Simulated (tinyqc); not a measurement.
# Small-signal admittance of a forward-biased p+-n diode: what changes with what

Holes injected into a neutral base of width wb with an ohmic contact at its end; low injection, p0 far above the equilibrium density. A small voltage v exp(i w t), w = 2 pi f, modulates the edge density by p0 v/Vt, and the small-signal density obeys Dp d2p/dx2 = (1/tau + i w) p.

Parameters, values chosen for the exercise; permittivity close to that of silicon: temperature T = 275 K; relative permittivity eps_r = 11.7; donor density of the base Nd = 8.6e16 cm^-3; hole diffusion coefficient Dp = 7.1 cm^2/s; hole lifetime tau = 2e-7 s; width of the neutral base wb = 29 um; excess hole density at the junction edge p0 = 4.5e13 cm^-3; acceptor density of the p+ side Na = 6e18 cm^-3; series resistance Rs = 0.0017 ohm cm^2; signal frequency f = 80000 Hz.

Constants: q = 1.602176634e-19 C, kB = 1.380649e-23 J/K, Vt = kB T/q, eps0 = 8.8541878128e-14 F/cm where lengths are in cm. Results are converted to the units shown.

Each table varies one quantity; the others keep the values above.

## Admittance against frequency

L = sqrt(Dp tau); direct current J = (q Dp p0/L) coth(wb/L); k = sqrt(1 + i w tau)/L; diffusion admittance Y = (q Dp p0/Vt) k coth(k wb) = G + i w C_diff; junction capacitance C_j = sqrt(q eps0 eps_r Nd/(2 Vr)) in the depletion approximation, with the remaining barrier Vr = Vt ln(Na/p0), a rough value under forward bias; base-width modulation is left out. Measured admittance 1/[Rs + 1/(Y + i w C_j)].

The same in every row: C_j (uF/cm^2) = 0.15975.

Results:
```
f (Hz)      w tau  G (S/cm^2)  C_diff (uF/cm^2)  measured G (S/cm^2)  measured C (uF/cm^2)  phase of the measured Y (degrees)
3000    0.0037699      1.8408           0.17029               1.8351               0.32799                            0.19303
10000    0.012566      1.8409           0.17029               1.8351               0.32799                            0.64340
50000    0.062832      1.8415           0.17025               1.8357               0.32795                             3.2123
2e5       0.25133      1.8510           0.16964               1.8455               0.32733                             12.565
8e5        1.0053      1.9878           0.16094               1.9855               0.31854                             38.883
3e6        3.7699      2.8391           0.11597               2.8707               0.27306                             60.850
6e7        75.398      11.204          0.029328               19.043               0.17954                             74.286
2e8        251.33      20.361          0.016138               85.935               0.14517                             64.777
```

Estimate the missing row, f = 1e7 Hz.

Computed row:
```
f (Hz)   w tau  G (S/cm^2)  C_diff (uF/cm^2)  measured G (S/cm^2)  measured C (uF/cm^2)  phase of the measured Y (degrees)
1e7     12.566      4.7281          0.069500               5.0345               0.22548                             70.437
```

With this row back in the table: G starts at J/Vt = 1.84 S/cm^2 and C_diff at (J tau/(2 Vt))(1 - 2 x/sinh 2x) = 0.170 uF/cm^2, x = wb/L = 2.43. Between the last two rows G goes as f^(0.50) and C_diff as f^(-0.50); the limits are 1/2 and -1/2, reached when the signal penetrates only sqrt(Dp/w). The measured C is 0.62 % below C_diff + C_j in the first row and 17 % below it in the last, the difference being due to Rs.

## Effect of the excess hole density at the junction edge

Same model as above.

The same in every row: w tau = 0.10053.

Results:
columns A: p0 (cm^-3); B: G (S/cm^2); C: C_diff (uF/cm^2); D: C_j (uF/cm^2); E: measured G (S/cm^2); F: measured C (uF/cm^2); G: phase of the measured Y (degrees)
```
A             B          C        D          E        F       G
9e9   3.6849e-4  3.4038e-5  0.12175  3.7486e-4  0.12178  89.649
9e10  0.0036849  3.4038e-4  0.12930  0.0036921  0.12963  86.757
9e12    0.36849   0.034038  0.14986    0.36828  0.18367  14.073
9e13     3.6849    0.34038  0.16466     3.6621  0.49877  3.9164
9e14     36.849     3.4038  0.18494     34.682   3.1780  2.6372
9e15     368.49     34.038  0.21521     226.68   12.944  1.6441
```

Estimate the missing row, p0 = 9e11 cm^-3.

Computed row:
columns A: p0 (cm^-3); B: G (S/cm^2); C: C_diff (uF/cm^2); D: C_j (uF/cm^2); E: measured G (S/cm^2); F: measured C (uF/cm^2); G: phase of the measured Y (degrees)
```
A            B          C        D         E        F       G
9e11  0.036849  0.0034038  0.13845  0.036856  0.14183  62.663
```

With this row back in the table: As p0 goes from 9e9 to 9e15, G rises from 3.68e-4 to 368 S/cm^2, C_diff rises from 3.40e-5 to 34.0 uF/cm^2 and the measured C rises from 0.122 to 12.9 uF/cm^2. C_diff exceeds C_j for p0 = 9e13, 9e14, 9e15.

tinyqc, about 0.01 s, one thread, Intel Xeon 2.30GHz (shared host): `OMP_NUM_THREADS=1 python tinyqc.py 2890120 2890121 out.jsonl`
